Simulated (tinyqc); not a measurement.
Equilibrium crystal shape, supported particles, Gibbs-Thomson effect and coarsening: one step, computed by the program tinyqc.

A cubic crystal bounded by {100}, {110} and {111} facets only.

Problem. Chemical potential of the particle. For the Wulff shape mu - mu(bulk) = 2 Omega gamma/h, with gamma and h = lambda gamma the energy and distance of any one facet plane, here (111); the vapour pressure rises by exp[(mu - mu(bulk))/(k_B T)].

Inputs (values chosen for the exercise, modelled on silver): temperature T = 700 K.

Omega = 17.05 angstrom^3

gamma (J/m^2): (100) 0.938, (110) 1.010, (111) 0.888

distances of the planes from the centre (nm): {100} 10.78338, {110} 11.61110, {111} 10.20857

Constants: e = 1.602176634e-19 C; k_B = 8.617333262e-05 eV/K.

Give: mu - mu(bulk); pressure ratio.

Solution.

mu - mu(bulk) = 18.51 meV

pressure ratio = 1.359
